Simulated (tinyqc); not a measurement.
# Quantum point contact as a saddle point with Zeeman splitting, step by step

Numbers from tinyqc (`OMP_NUM_THREADS=1 python tinyqc.py 2740115 2740116 out.jsonl`; about 0.08 s on one thread of a shared Intel Xeon 2.30GHz). Printed values are rounded.

Potential V0 - m wx^2 x^2/2 + m wy^2 y^2/2; energies are counted from V0. Mode n = 0, 1, ... transmits T_n(E) = 1/(1 + exp(-2 pi (E - E_n)/wx)), E_n = wy (n + 1/2) +/- Ez/2 for the two spins, Ez = gs muB B, muB = q hbar/(2 m0); each spin carries q^2/h.

Inputs (values chosen for the exercise): temperature T = 1.5 K; transverse quantum hbar wy wy = 2.4 meV; curvature of the barrier hbar wx wx = 1.1 meV; Fermi level above the saddle point mu = 2.63 meV; size of the g factor gs = 4.9; in-plane magnetic field B = 12 T; points of the energy grid nE = 13; half-range of the grid in kB T xm = 6.

Constants: q = 1.602176634e-19 C, kB = 1.380649e-23 J/K, hbar = 1.054571817e-34 J s, h = 6.62607015e-34 J s, m0 = 9.1093837015e-31 kg, Vt = kB T/q. Results are converted to the units shown.

Range of the model: Orbital effects of the in-plane field and interactions (such as the 0.7 feature) are left out.

## Transmissions at the Fermi level

At zero temperature g = G/(2 q^2/h) = (1/2) sum T_n(mu); Fano factor sum T_n (1 - T_n)/sum T_n. Modes beyond those listed are in the sums but add less than 1e-4 to g.

| mode | E_n (meV) | T_n |
|---|---|---|
| 0- | -0.50178 | 1.00000 |
| 1- | 1.89822 | 0.98493 |
| 2- | 4.29822 | 0.00007 |
| 0+ | 2.90178 | 0.17474 |
| 1+ | 5.30178 | 0.00000 |
| 2+ | 7.70178 | 0.00000 |

g = 1.0799
G = 83.669 uS
Fano factor = 0.07367

## Thermal average on a coarse grid

g(T) = int g(E) (-df/dE) dE = int g(mu + x kB T) dx/(4 cosh^2(x/2)), g(E) the zero-temperature value at E, g = G/(2 q^2/h). Simpson's rule on nE equally spaced x from -xm to xm.

| point | x | E (meV) | g(E) | weight |
|---|---|---|---|---|
| 0 | -6.00000 | 1.85444 | 0.72016 | 0.002467 |
| 1 | -5.00000 | 1.98370 | 0.81248 | 0.006648 |
| 2 | -4.00000 | 2.11296 | 0.89208 | 0.017663 |
| 3 | -3.00000 | 2.24222 | 0.94983 | 0.045177 |
| 4 | -2.00000 | 2.37148 | 0.99168 | 0.104994 |
| 5 | -1.00000 | 2.50074 | 1.03045 | 0.196612 |
| 6 | 0.00000 | 2.63000 | 1.07987 | 0.250000 |
| 7 | 1.00000 | 2.75926 | 1.14996 | 0.196612 |
| 8 | 2.00000 | 2.88852 | 1.23895 | 0.104994 |
| 9 | 3.00000 | 3.01778 | 1.32942 | 0.045177 |
| 10 | 4.00000 | 3.14704 | 1.40146 | 0.017663 |
| 11 | 5.00000 | 3.27630 | 1.44860 | 0.006648 |
| 12 | 6.00000 | 3.40556 | 1.47632 | 0.002467 |

integral of the weight = 0.994350
g(T) = 1.09385
g(T) divided by the integral of the weight = 1.10007

A converged quadrature gives 1.0998; this grid is 0.54 % below that, and its weight integrates to 0.9944 in place of 1.
